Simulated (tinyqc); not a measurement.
# Worked calculation: resistance of a tapered via with liner, size effect and interface

Program tinyqc, `OMP_NUM_THREADS=1 python tinyqc.py 2750063 2750064 out.jsonl`; Intel Xeon 2.30GHz, shared host, one thread, about 0.01 s. Printed values are rounded.

A round via whose diameter grows from db at the bottom as D(z) = db + 2 z/tan(ang). The fill, of diameter D - 2 tl, starts above the bottom liner (thickness fb tl) and has rho = rho0 (1 + ks lam/(D - 2 tl)); the sidewall liner conducts in parallel with it. The bottom liner and the interface are crossed over the full area pi db^2/4. Spreading in the lines above and below is left out.

Values chosen for this exercise; fill metal close to ruthenium:
- db = 12 nm (diameter at the bottom)
- hv = 42 nm (height)
- ang = 88 degrees (sidewall angle)
- rho0 = 7.76 uohm cm (bulk resistivity of the fill)
- lam = 6.4 nm (mean free path of the fill)
- ks = 1 (size-effect factor)
- tl = 0.4 nm (liner on the sidewall)
- fb = 0.7 (liner at the bottom over that on the sidewall)
- rl = 250 uohm cm (resistivity of the liner)
- ri = 9.8e-13 ohm cm^2 (interface resistivity at the bottom)
- Sb = 1.5e15 S/m^2 (ballistic conductance per area, about 3/(4 rho0 lam))

## Slices of the via

Slices between z0 = fb tl and hv, evaluated at their midpoints: conductance per length pi/4 [(D - 2 tl)^2/rho + (D^2 - (D - 2 tl)^2)/rl], slice resistance = slice height over that. 6 slices.

| slice | z (nm) | D (nm) | rho (uohm cm) | slice resistance (ohm) |
|---|---|---|---|---|
| 0 | 3.756667 | 12.26237 | 12.09279 | 8.092011 |
| 1 | 10.71 | 12.74800 | 11.91668 | 7.341962 |
| 2 | 17.66333 | 13.23363 | 11.75433 | 6.689613 |
| 3 | 24.61667 | 13.71927 | 11.60418 | 6.118934 |
| 4 | 31.57 | 14.20490 | 11.46491 | 5.617017 |
| 5 | 38.52333 | 14.69053 | 11.33539 | 5.173383 |

## Total resistance

R_fill = sum of the slices; R_bottom = rl fb tl/(pi db^2/4); R_interface = ri/(pi db^2/4); ballistic (Sharvin) limit 1/(Sb pi (db - 2 tl)^2/4); ideal cylinder rho0 hv/(pi db^2/4).

parts (ohm): fill 39.03292, bottom liner 6.189359, interface 0.8665102
R = 46.08879 ohm
shares (%): fill 84.69070, bottom liner 13.42921, interface 1.88009
ballistic limit = 6.766792 ohm
ideal cylinder = 28.81766 ohm

The fill is the largest part, and R is 1.60 times the ideal cylinder. With 2000 slices R = 46.108 ohm.
